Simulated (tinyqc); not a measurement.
From results back to parameters: interband optics of a two-band s-p chain from momentum matrix elements.

Problem. At k = 0 the chain has the gap D0 = Es - Ep_ - 2 (ts + tp), w0 = 4 a^2 V^2, and masses 2c/mc = 2 ts a^2 + 2 w0/D0, 2c/mv = 2 tp a^2 + 2 w0/D0 (c = hbar^2/2m0, mv positive for holes). The oscillator strength there is f0 = w0/(c D0). V, ts and tp are hidden.

Constants: hbar^2/2m0 = 3.80998211 eV angstrom^2.

Parameters, chosen for this exercise: a = 2.91 angstrom (period).
D0 = 4.3800 eV
f0 = 1.68086

mc, mv (m0): 0.425959  0.372990

Find: V; ts; tp.

Solution. w0 = f0 c D0 gives V; 1/mc - f0 = ts a^2/c and 1/mv - f0 = tp a^2/c.

V = 0.91 eV
ts = 0.30 eV
tp = 0.45 eV

(tinyqc, `OMP_NUM_THREADS=1 python tinyqc.py 1681176 1681177 out.jsonl`, Intel(R) Xeon(R) Processor @ 2.30GHz, 1 thread, shared host, about 0.01 s.)
